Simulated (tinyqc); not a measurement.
# Reverse leakage of an n+-p junction: diffusion, generation, trap-assisted and band-to-band tunnelling: leakage components against the temperature

One-sided abrupt junction in the depletion approximation, x from the junction (0) to W on the p side, field F = F0 (1 - x/W). Flat quasi-Fermi levels, long p side. Traps generate through SRH with both lifetimes shortened by 1 + Gamma (Hurkx enhancement, form for moderate fields); band-to-band generation is local and needs a total bending above Eg.

Nc and Nv are given at 250 K and scale as (T/250 K)^1.5; all else is held fixed. ni = sqrt(Nc Nv) exp(-Eg/(2 Vt)), Eg in volts; Vbi = Vt ln(Na Nd/ni^2); W = sqrt(2 eps0 eps_r (Vbi + VR)/(q Na)); F0 = 2 (Vbi + VR)/W; FG = sqrt(24 mt m0 (kB T)^3)/(q hbar); J_diff = q ni^2 sqrt(Dn/tau)(1 - exp(-VR/Vt))/Na. u = (Vbi + VR)(1 - x/W)^2, p = Na exp(-u/Vt), n = Nd exp((u - Vbi - VR)/Vt); G0 = ni^2 (1 - exp(-VR/Vt))/(tau (n + p + 2 ni cosh(Et/Vt))); Gamma = 2 sqrt(3 pi)(F/FG) exp((F/FG)^2); trap-assisted part G0 Gamma; G_bb = Ab F^2.5 exp(-Bb/F) with F in V/cm, zero unless Vbi + VR > Eg, and counted as zero under 1 cm^-3 s^-1. Currents are q times the integrals over 0 to W; J_bb under 1e-8 of J is printed as 0; rows with F0/FG above 2.2, beyond the range of this Gamma, are left out.

Parameters, values chosen for the exercise; band and dielectric values close to those of silicon:
- Eg = 1.13 eV (band gap)
- eps_r = 11.5 (relative permittivity)
- Nc = 2.16e19 cm^-3 (conduction-band density of states at the reference temperature)
- Nv = 1.99e19 cm^-3 (valence-band density of states at the reference temperature)
- Na = 1.7e17 cm^-3 (acceptor density of the lighter side)
- Nd = 1e20 cm^-3 (donor density of the heavier side)
- tau = 4e-9 s (SRH lifetime of both carriers at zero field)
- Et = 0 eV (trap level above the intrinsic level)
- mt = 0.24 m0 (tunnelling mass)
- Dn = 17 cm^2/s (electron diffusion coefficient on the lighter side)
- Ab = 6.7e14 cm^-0.5 V^-2.5 s^-1 (band-to-band prefactor)
- Bb = 1.96e7 V/cm (band-to-band field constant)
- VR = 0.5 V (reverse bias)

Constants: q = 1.602176634e-19 C, kB = 1.380649e-23 J/K, hbar = 1.054571817e-34 J s, m0 = 9.1093837015e-31 kg, Vt = kB T/q, eps0 = 8.8541878128e-14 F/cm where lengths are in cm. Results are converted to the units shown.

The same in every row: J_bb (A/cm^2) = 0.

Leakage components against the temperature:

| T (K) | F0 (kV/cm) | F0/FG | J_diff (A/cm^2) | J_SRH (A/cm^2) | J_TAT (A/cm^2) | J (A/cm^2) | largest part |
|---|---|---|---|---|---|---|---|
| 220 | 290 | 1.28 | 2.34e-19 | 1.06e-10 | 1.20e-9 | 1.31e-9 | trap-assisted tunnelling |
| 250 | 289 | 1.05 | 4.38e-16 | 4.69e-9 | 3.33e-8 | 3.80e-8 | trap-assisted tunnelling |
| 280 | 287 | 0.882 | 1.70e-13 | 9.41e-8 | 4.77e-7 | 5.71e-7 | trap-assisted tunnelling |
| 310 | 286 | 0.753 | 2.14e-11 | 1.08e-6 | 4.19e-6 | 5.27e-6 | trap-assisted tunnelling |
| 340 | 284 | 0.651 | 1.18e-9 | 8.19e-6 | 2.55e-5 | 3.37e-5 | trap-assisted tunnelling |
| 370 | 282 | 0.570 | 3.47e-8 | 4.54e-5 | 1.17e-4 | 1.63e-4 | trap-assisted tunnelling |
| 400 | 280 | 0.504 | 6.26e-7 | 1.98e-4 | 4.31e-4 | 6.29e-4 | trap-assisted tunnelling |
| 430 | 279 | 0.449 | 7.66e-6 | 7.09e-4 | 0.00133 | 0.00204 | trap-assisted tunnelling |

What does the comparison show, and why?

J rises from 1.31e-9 to 0.00204 A/cm^2. Trap-assisted tunnelling leads at T = 220 and in all other rows. Activation energies over the table: 1.21 eV for diffusion (Eg = 1.13 eV, raised by the T^3 of ni^2), 0.610 eV for SRH generation (Eg/2 + |Et| = 0.565 eV), 0.540 eV for the trap-assisted part, lower since Gamma grows on cooling; the total shows 0.533 eV at the cold end and 0.582 eV at the hot end.

Range of the model: The n+ side is degenerate, so Vbi from Boltzmann statistics is only a guide.

tinyqc, about 0.01 s, one thread, Intel Xeon 2.30GHz (shared host): `OMP_NUM_THREADS=1 python tinyqc.py 2290168 2290169 out.jsonl`
